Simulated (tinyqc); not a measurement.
Worked calculation: Rutherford backscattering from a thin compound film on silicon: kinematics, yields, composition and thickness. Computed by tinyqc, a small Python program that keeps every step. Command: `OMP_NUM_THREADS=1 python tinyqc.py 3001088 3001089 out.jsonl rbs walk`. One thread of a shared host (Intel(R) Xeon(R) Processor @ 2.30GHz), about 0.01 s of CPU time with the checks. Intermediate numbers are printed to about 5 digits and carried at full precision; extremes and crossings named in words are read from the listed rows.

Singly charged helium ions (Z1 = 2, M1 = 4.0026 u) enter at the tilt angle a1 to the normal and leave at a2 = |180 - theta - tilt| in the same plane. The film is A B_x.

Inputs (values chosen for the exercise, modelled on a helium beam on TiN):

| quantity | value | unit |
|---|---|---|
| beam energy E0 | 2.3 | MeV |
| scattering angle theta | 170 | degrees |
| tilt of the sample | 0 | degrees |
| heavy element: Z_A | 22 | - |
| heavy element: mass M_A | 47.9 | u |
| heavy element: stopping eps_A at 2 MeV | 80.3 | 1e-15 eV cm^2 |
| light element: Z_B | 7 | - |
| light element: mass M_B | 14 | u |
| light element: stopping eps_B at 2 MeV | 33.9 | 1e-15 eV cm^2 |
| atoms of B per atom of A, x | 0.954 | - |
| atomic density of the film | 105 | 1/nm^3 |
| film thickness d | 10 | nm |
| collected charge | 13 | microcoulomb |
| detector solid angle | 4.5 | msr |
| detector resolution (FWHM) | 12 | keV |

Constants: e^2/(4 pi eps_0) = 14.39964548 eV angstrom; e = 1.602176634e-19 C.

## Kinematics

Kinematic factor K = [(sqrt(M^2 - M1^2 sin^2 theta) + M1 cos theta)/(M + M1)]^2. Surface edges lie at K E0; substrate silicon has M = 28.09 u. Mass resolution at M_A = resolution/(E0 dK/dM).

kinematic factors: A 0.71714, B 0.31108, Si 0.56578

surface edges (keV): A 1649.4, B 715.5, Si 1301.3

mass resolution at M_A = 1.0432 u

K flattens for heavy targets, so masses within 1.0 u of A cannot be told apart.

## Peak widths (surface approximation)

Stopping per atom eps(E) = eps(2 MeV) (E/2 MeV)^(-0.4) (a law chosen for the exercise); Bragg rule eps_film = (eps_A + x eps_B)/(1 + x); areal density N d, with 1/nm^2 = 0.1 x 1e15/cm^2. Width of the signal of element i: [K_i eps(E0)/cos a1 + eps(K_i E0)/cos a2] N d; depth resolution = resolution x d/width of A; energy lost on the way in = eps(E0) N d/cos a1.

areal density N d = 105 1e15 atoms/cm^2

film stopping at E0 = 54.512 1e-15 eV cm^2

widths (keV): A 10.743, B 11.053

depth resolution = 11.170 nm

energy lost on the way in = 5.7237 keV

The film is thinner than the depth resolution, so only peak areas measure the thickness. Caution: the ions scattered from B leave near or below the stopping maximum (some 0.6 to 0.8 MeV), where the power law chosen here overstates the stopping and the width of B.

## Yields

Rutherford cross section in the laboratory frame: sigma = (Z1 Z e^2/(4 pi eps_0 4E))^2 (4/sin^4 theta) (r + cos theta)^2/r, r = sqrt(1 - (M1 sin theta/M)^2), times the screening factor 1 - 0.049 Z1 Z^(4/3)/E (E in keV); 1 angstrom^2 = 1e8 barn. Counts = (charge/e) x solid angle x sigma(E_mean) x areal density of the element/cos a1, E_mean = E0 - half the energy lost on the way in; 1 barn = 1e-24 cm^2. The ratio of areas returns x = (Y_B/Y_A)(sigma_A/sigma_B), with the counting error sqrt(1/Y_A + 1/Y_B).

cross sections (barn/sr): A 0.47490, B 0.04129

counts: A 9317.7, B 772.9

ratio of areas Y_B/Y_A = 0.082946

counting error of x without background = 3.7433 %

The cross sections differ by 11.5, near (Z_A/Z_B)^2 = 9.9. The signal of B lies below the silicon edge, on the substrate background, so its real error is larger unless the substrate is channelled.

## Surface approximation against the full path

Surface approximation as above. Full path: dE/ds = -eps(E) integrates to E^1.4 = E(start)^1.4 - 1.4 eps(2 MeV) 2000^0.4 s (keV), applied in (s = N d/cos a1), then K, then out (s = N d/cos a2); width = K E0 - exit energy. The last column is the error in thickness if the full width is read with the surface formula.

Widths (keV):

| d (nm) | A, surface | A, full | B, full | error (%) |
|---|---|---|---|---|
| 5 | 5.37 | 5.38 | 5.53 | 0.0653 |
| 10 | 10.74 | 10.76 | 11.09 | 0.1308 |
| 20 | 21.49 | 21.54 | 22.24 | 0.2626 |
| 50 | 53.72 | 54.07 | 56.16 | 0.6644 |
| 100 | 107.43 | 108.89 | 114.30 | 1.3564 |
| 150 | 161.15 | 164.50 | 174.79 | 2.0785 |
| 200 | 214.87 | 220.96 | 238.13 | 2.8332 |
| 300 | 322.30 | 336.66 | 376.65 | 4.4540 |

The error grows roughly in proportion to thickness, from 0.07 % to 4.5 %, because the ion slows and the stopping rises along the path. The signals of A and B would overlap once the width of A exceeds the gap between the edges, 934 keV. Ions from B leave the thickest film below about 0.6 MeV, where the power law overstates the stopping.

Checks made by the program: kinematic factor against energy and momentum conservation (relative difference below 1e-10).
